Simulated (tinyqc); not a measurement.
# Admittance spectroscopy of a deep trap: admittance against temperature

Schottky contact on an n-type layer with shallow donors Nd (all ionised) and a donor-like deep trap, neutral when filled and positive when empty; depletion approximation. Traps within lam of the depletion edge stay filled. The traps at xt = W - lam, where the level crosses the Fermi level, follow a slow signal and not a fast one. w = 2 pi f.

Emission rate en = sn vth(T) Nc(T) exp(-Et/kB T) = sn g T^2 exp(-Et/kB T), g = vth Nc/(300 K)^2, as vth goes as T^0.5 and Nc as T^1.5 (degeneracy factor 1). lam = sqrt(2 eps0 eps_r (EF - ET)/(q Nd)), EF - ET = Et - (kB T/q) ln(Nc(T)/Nd), Nc(T) = Nc (T/300 K)^1.5. In the steady state at the band bending V, 2 eps0 eps_r V/q = Nd W^2 + Nt (W - lam)^2 (the second term only if W > lam). V = Vbi + Vr. C_HF = eps0 eps_r/W, C_LF = eps0 eps_r (Nd + Nt)/(Nd W + Nt xt). Inflection frequency w0 = 2 en [1 + Nt xt/(Nd W)]; C = C_HF + (C_LF - C_HF)/(1 + (w/w0)^2), G/w = (C_LF - C_HF)(w/w0)/(1 + (w/w0)^2).

Inputs (values chosen for the exercise); material values close to those of gallium nitride: relative permittivity eps_r = 9.69; conduction-band density of states at 300 K Nc = 2.3e18 cm^-3; thermal velocity at 300 K vth = 2.6e7 cm/s; shallow donor density Nd = 1.4e16 cm^-3; built-in voltage Vbi = 1.1 V; depth of the trap below the conduction edge Et = 0.24 eV; capture cross-section sn = 2.3e-14 cm^2; trap density Nt = 1.8e16 cm^-3; reverse bias Vr = 0 V; signal frequency f = 2300 Hz.

Constants: q = 1.602176634e-19 C, kB = 1.380649e-23 J/K, eps0 = 8.8541878128e-14 F/cm where lengths are in cm. Results are converted to the units shown.

Results:

| T (K) | w0/(2 pi) (Hz) | C (nF/cm^2) | G/w (nF/cm^2) |
|---|---|---|---|
| 129 | 56.371 | 34.183 | 0.31802 |
| 141 | 424.81 | 34.693 | 2.2886 |
| 147 | 1036.4 | 36.467 | 4.7664 |
| 154 | 2698.3 | 41.689 | 6.2314 |
| 160 | 5752.1 | 45.235 | 4.3200 |
| 166 | 11643 | 46.456 | 2.3649 |
| 172 | 22498 | 46.756 | 1.2490 |
| 179 | 46031 | 46.808 | 0.60975 |
| 185 | 81646 | 46.789 | 0.34161 |
| 191 | 1.4001e5 | 46.755 | 0.19769 |

Estimate the missing row, T = 135 K.

Computed row:

| T (K) | w0/(2 pi) (Hz) | C (nF/cm^2) | G/w (nF/cm^2) |
|---|---|---|---|
| 135 | 161.51 | 34.285 | 0.90137 |

With this row back in the table: G/w goes from 0.318 through a maximum of 6.23 (at T = 154 K among the rows listed) to 0.198 nF/cm^2, where w0 passes the signal: w0/(2 pi) rises from 56.4 to 1.40e5 Hz. C goes from 34.18 through a maximum of 46.81 (at T = 179 K among the rows listed) to 46.76 nF/cm^2.

tinyqc, about 0.01 s, one thread, Intel Xeon 2.30GHz (shared host): `OMP_NUM_THREADS=1 python tinyqc.py 2050065 2050066 out.jsonl`
